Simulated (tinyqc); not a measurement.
Comparisons within one model: donor near an oxide interface in a gate field (two-state model). A value that a table varies takes the place of the one given here.

Interface at z = 0 (hard wall), donor at z = d, field F pulling electrons to the interface: potential e F z; 1 kV/cm = 1e-5 eV/angstrom, c = hbar^2/2m0, q = e^2/(4 pi eps0), Q = (eps - eo)/(eps + eo). Donor state: E_D = e F d - ED - q Q/(4 eps d), the last term joining the images of ion and electron. Interface state: z exp(-b z/2) exp(-rho^2/(2 L^2)) with E_z = c b^2/(4 mz) + 3 e F/b + q Q b/(8 eps), minimised over b; in the plane at z = 3/b the ion (distance D = d - 3/b) and its image (D' = d + 3/b) give E_rho = c/(mt L^2) - (q/eps)(sqrt(pi)/L)[erfcx(D/L) + Q erfcx(D'/L)], erfcx(x) = exp(x^2) erfc(x), minimised over L. E_I = E_z + E_rho.

The two states couple by t = t0 exp(-D/aD) with t0 = q/(eps aD) (2 aD/L) sqrt(aD b/2) v, v a valley factor; this form is an estimate. With detuning u = E_D - E_I the splitting is sqrt(u^2 + 4 t^2) and the lower state has weight (1 - u/sqrt(u^2 + 4 t^2))/2 on the donor.

Constants: hbar^2/2m0 = 3.80998211 eV angstrom^2; e^2/(4 pi eps0) = 14.39964547 eV angstrom.

Inputs chosen for the exercise (near those of a donor in Si below SiO2, static dielectric constants; the results hold for these values, not for the real material): d = 120 angstrom (depth of the donor); ED = 31.5 meV (bulk binding energy); mz = 0.915 m0 (mass across the interface); mt = 0.191 m0 (mass in the plane); eps = 11.5 (dielectric constant of the semiconductor); eo = 3.9 (dielectric constant of the oxide); aD = 18.5 angstrom (donor radius); v = 0.36 (valley factor); Fl = (37.561, 39.091, 39.703, 40.01, 40.316, 40.928, 42.459) kV/cm (fields); dl = (60, 80, 105, 135, 170, 215, 270) angstrom (depths).

## Sweeping the field

Both levels, the splitting, the donor weight and the mean depth w d + (1 - w) 3/b.

Results:
```
F (kV/cm)  E_D (meV)  E_I (meV)  splitting (meV)  donor weight  mean depth (angstrom)
37.561        12.286     14.127             1.86         0.995                  119.6
39.091        14.122     14.816            0.736         0.972                  117.8
39.703        14.856     15.089            0.336         0.846                  107.9
40.010        15.225     15.224            0.241         0.499                   80.6
40.316        15.592     15.359            0.334         0.152                   53.2
40.928        16.326     15.628            0.738         0.026                   43.1
42.459        18.163     16.291             1.89         0.004                   40.8
```

E_D rises by 1.20 and E_I by 0.44 meV per kV/cm, so they cross once, near 40.0 kV/cm, where the splitting is 2t = 0.241 meV. The donor weight passes from 0.85 to 0.15 while the detuning goes from -2t to 2t, a window of 0.63 kV/cm or 1.6 % of the field; across the table the charge moves by 79 angstrom.

## Depth of the donor

Critical field, and the coupling, E_rho and L at that field.

Results:
```
d (angstrom)  critical field (kV/cm)  e F d/ED  t (meV)  E_rho (meV)  L (angstrom)
60                              96.3     1.834      3.2       -23.32            52
80                              66.0     1.677      1.1       -17.98            65
105                             47.0     1.568     0.27       -14.02            79
135                             34.7     1.489    0.054       -11.13            95
170                             26.5     1.429   0.0084        -8.99           113
215                             20.2     1.378  0.00079        -7.23           134
270                             15.6     1.334  4.4e-05        -5.84           158
```

The critical field falls from 96 to 16 kV/cm, with exponent -1.21 in d, while t drops by a factor 7.3e+04, about e for each 19 angstrom at the end (aD = 18.5). One lattice plane (1.36 angstrom) of misplacement changes t by 7 % and the critical field by about 1.6 % at 105 angstrom.

## What each parameter does

Critical field (E_D = E_I), and t and L there. Each row changes one parameter from the base and keeps the others.

Results:
```
case                critical field (kV/cm)  t (meV)  L (angstrom)
base                                  40.0    0.120          87.5
d = 110 angstrom                      44.5    0.206          82.1
ED = 37.5 meV                         47.7    0.106          88.8
aD = 20.4 angstrom                    40.0    0.188          87.5
mz = 0.778 m0                         41.1    0.128          86.8
mt = 0.22 m0                          39.5    0.128          82.7
eo = 5.8                              38.6    0.112          89.6
eps = 12.2                            40.8    0.109          89.6
```

The largest shifts from the base row, up to three for each result and ties (the steps differ in size, so this ranks the rows, not the parameters). critical field (kV/cm): ED +7.7, d +4.4, eo -1.4; unchanged at the printed digits by aD. t (meV): d +0.0857, aD +0.0674, ED -0.0141. L (angstrom): d -5.4, mt -4.8, eo +2.1, eps +2.1; unchanged at the printed digits by aD.

Program tinyqc; command `OMP_NUM_THREADS=1 python tinyqc.py 1281258 1281259 out.jsonl`; about 0.07 s on one thread of a shared Intel(R) Xeon(R) Processor @ 2.30GHz.
